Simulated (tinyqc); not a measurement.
Inductance and parasitic capacitance from two readings.

Inverse problem. A loss-free coil L in parallel with C shows the apparent inductance L/(1 - w^2 L C), w = 2 pi f. Find L, C and the self-resonance 1/(2 pi sqrt(L C)).

apparent inductance at 2.4 and 4 GHz (nH): [8.8264600, 16.463064]

Answer. The inverse of the reading is 1/L - w^2 C, a straight line in w^2.

L = 7.00 nH
C = 130 fF
self-resonance = 5.28 GHz

tinyqc, about 0.01 s, one thread, Intel Xeon 2.30GHz (shared host): `OMP_NUM_THREADS=1 python tinyqc.py 2302179 2302180 out.jsonl`
